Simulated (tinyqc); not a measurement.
# Schottky barrier on an n-type semiconductor, non-linear Poisson equation by Newton steps: effects of single changes

One dimension, metal at x = 0, donor density C(x) = Nd, uniform. Energies are counted from the electron Fermi level of the semiconductor and the conduction-band edge is Ec = -psi, so n = Nc exp(psi/Vt); holes follow the Fermi level of the metal, at -V, so p = Nv exp((V - psi - Eg)/Vt). Ends: psi(0) = V - phiB and psi = Vt ln(Nd/Nc) deep inside. Boltzmann statistics, full ionisation, no current, no image force in the Poisson equation.

Parameters, values chosen for the exercise; band and dielectric values those of a made-up semiconductor:

| symbol | value | unit | meaning |
|---|---|---|---|
| T | 325 | K | temperature |
| Eg | 1.16 | eV | band gap |
| eps_r | 14 |  | relative permittivity |
| Nc | 3.99e19 | cm^-3 | conduction-band density of states at T |
| Nv | 3.01e19 | cm^-3 | valence-band density of states at T |
| Nd | 3.3e15 | cm^-3 | donor density deep in the semiconductor |
| phiB | 0.71 | eV | barrier height |
| V | 0.19 | V | bias of the metal against the semiconductor |

Constants: q = 1.602176634e-19 C, kB = 1.380649e-23 J/K, Vt = kB T/q, eps0 = 8.8541878128e-14 F/cm where lengths are in cm. Results are converted to the units shown.

Each table varies one quantity; the others keep the values above.

## Capacitance-voltage profiling

The Poisson equation d/dx(eps0 eps_r dpsi/dx) = -q (p - n + C) is solved on a mesh of about 1000 nodes or more that ends in neutral material. C_s = q d/dV of the integral of n over x, from the linearised equation. Probed depth w = eps0 eps_r/C_s; apparent doping N_app = C_s^3/(q eps0 eps_r dC_s/dV), the derivative by central differences over +/- 0.02 V.

The same in every row: true C(w) (cm^-3) = 3.300e15.

Capacitance-voltage profiling:
```
V (V),C_s (nF/cm^2),w (nm),N_app (cm^-3),|E_0| (kV/cm)
0,27.98,443.1,3.295e15,18.90
-1.14,14.50,854.9,3.300e15,36.47
-2.29,11.00,1127,3.300e15,48.07
-3.43,9.227,1343,3.300e15,57.30
-4.57,8.105,1529,3.300e15,65.24
-5.71,7.312,1695,3.300e15,72.31
-6.86,6.710,1847,3.300e15,78.80
-8,6.239,1987,3.300e15,84.74
```

Read the table: what changes, and by how much?

C_s falls from 28.0 to 6.24 nF/cm^2 while the probed depth goes from 443 to 1990 nm. The apparent doping stays near 3.30e15 cm^-3. It departs most from the true doping at that depth for V = 0 V, where it is 0.14 % below it; so the doping is read well over the depths probed.

## Effect of the relative permittivity

First integral for uniform doping: E_0^2 = (2 q/(eps0 eps_r)) [Nd (U - Vt + Vt exp(-U/Vt)) + Vt p_0], U = Vbi - V, Vbi = phiB - Vt ln(Nc/Nd), p_0 = Nv exp((phiB - Eg)/Vt) (deep holes neglected). Image-force lowering dphi = sqrt(q E_0/(4 pi eps0 eps_r)), at x_m = sqrt(q/(16 pi eps0 eps_r E_0)). W = sqrt(2 eps0 eps_r U/(q Nd)).

The same in every row: Vbi (V) = 0.44673; p_0/Nd = 9.5918e-4.

Effect of the relative permittivity:
```
eps_r,W (nm),E_0 (kV/cm),dphi (mV),exp(dphi/Vt)
6,227.14,21.339,22.630,2.2435
8,262.28,18.480,18.238,1.9179
10,293.24,16.529,15.428,1.7347
12,321.23,15.089,13.456,1.6168
14,346.96,13.969,11.987,1.5342
16,370.92,13.067,10.844,1.4729
18,393.42,12.320,9.9275,1.4254
20,414.70,11.688,9.1733,1.3876
```

Read the table: what changes, and by how much?

As eps_r goes from 6 to 20, the surface field falls from 21.3 to 11.7 kV/cm, the lowering falls from 22.6 to 9.17 mV and W rises from 227 to 415 nm. Over the table the lowering goes as eps_r^(-0.75); the depletion formulas give -3/4.

Computed by the program tinyqc: `OMP_NUM_THREADS=1 python tinyqc.py 2020003 2020004 out.jsonl`, one thread of a shared Intel Xeon 2.30GHz, about 0.04 s for the whole run.
